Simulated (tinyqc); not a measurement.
G0W0 on RHF in the sto-3g basis, for H2, spin multiplicity 1, step by step. One step of it, computed by the program tinyqc.

Problem. G0W0 on Hartree-Fock: LUMO. W(p,q,m) = sqrt2 sum_ia (pq|ia) (X+Y)_ia,m; Sigma_c(x) = sum_(i,m) W^2/(x - e_i + w_m) + sum_(a,m) W^2/(x - e_a - w_m); solve x = e_p + Sigma_c(x) by Newton steps; Z = 1/(1 - dSigma/dx); 1 hartree = 27.211386 eV.

orbital energies (hartree): MO1 -0.448772, MO2 0.386120

Two-electron integrals over orbitals (pq|rs), unique and non-zero (hartree):
```
(11|11) 0.606021   (21|21) 0.204462   (22|11) 0.604718   (22|22) 0.634609
```

excitation energies w (hartree): 1.174674

X + Y:
```
            1
1>2  0.843056
```

Give: The 12 largest terms at x = e_p; Newton steps; quasiparticle energy of the LUMO; Hartree-Fock value.

Solution.

The 12 largest terms at x = e_p (hartree; W for the signs of X + Y given):
```
q  m       W    term
1  1  0.2438  0.0296
```

Newton steps (hartree):
```
step       x  Sigma_c(x)       Z
0     0.3861      0.0296  0.9855
1     0.4153      0.0291  0.9859
2     0.4153      0.0291  0.9859
```

quasiparticle energy of the LUMO = 11.3000 eV

Hartree-Fock value = 10.5069 eV
